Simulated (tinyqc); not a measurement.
Pi bands of a honeycomb layer in tight binding: one step. The secular equation. Three cases, with inputs chosen for the exercise.

Question. det(H - E S) = 0 reads (e - E)^2 - D^2 - (t + s0 E)^2 w^2 = 0 with e = -t2 (w^2 - 3), that is c2 E^2 + 2 c1 E + c0 = 0 with c2 = 1 - s0^2 w^2, c1 = -(e + t s0 w^2), c0 = e^2 - D^2 - t^2 w^2.

Lattice vectors a (1,0) and a (1/2, sqrt3/2); f = exp(i ky a/sqrt3) + 2 cos(kx a/2) exp(-i ky a/(2 sqrt3)), w = |f|. H = [[D - t2 F, -t f], [., -D - t2 F]] with F = w^2 - 3, S = [[1, s0 f], [., 1]]; the levels solve det(H - E S) = 0. K = (4 pi/3a, 0), M = (pi/a, pi/(sqrt3 a)); w = 3, 1, 0 at Gamma, M, K.

Case 1.

Values chosen (of the size used for graphene; not measured data): t = 3.09 eV (nearest hopping); t2 = 0 eV (second-neighbour hopping); s0 = 0.066 (overlap of neighbours); D = 0 eV (+D on A, -D on B).

w = 1.3544289

Case 2.

Values chosen (of the size used for graphene; not measured data): t = 3.06 eV (nearest hopping); t2 = 0 eV (second-neighbour hopping); s0 = 0.119 (overlap of neighbours); D = 0 eV (+D on A, -D on B).

w = 1.0536553

Case 3.

Values chosen (of the size used for graphene; not measured data): t = 2.89 eV (nearest hopping); t2 = 0 eV (second-neighbour hopping); s0 = 0.05 (overlap of neighbours); D = 0 eV (+D on A, -D on B).

w = 2.1125733

Give: c2, c1, c0; levels.

Answer.

Case 1.

c2, c1, c0: 0.9920  -0.3741  -17.5158

levels (eV): -3.8418  4.5960

Case 2.

c2, c1, c0: 0.9843  -0.4043  -10.3954

levels (eV): -2.8650  3.6864

Case 3.

c2, c1, c0: 0.9888  -0.6449  -37.2751

levels (eV): -5.5221  6.8264

Computed by tinyqc, one run a case: `OMP_NUM_THREADS=1 python tinyqc.py N N+1 out.jsonl` with N = 1480764, 1481082, 1481494; one thread of a shared Intel(R) Xeon(R) Processor @ 2.30GHz, about 0.01 s a run at most.
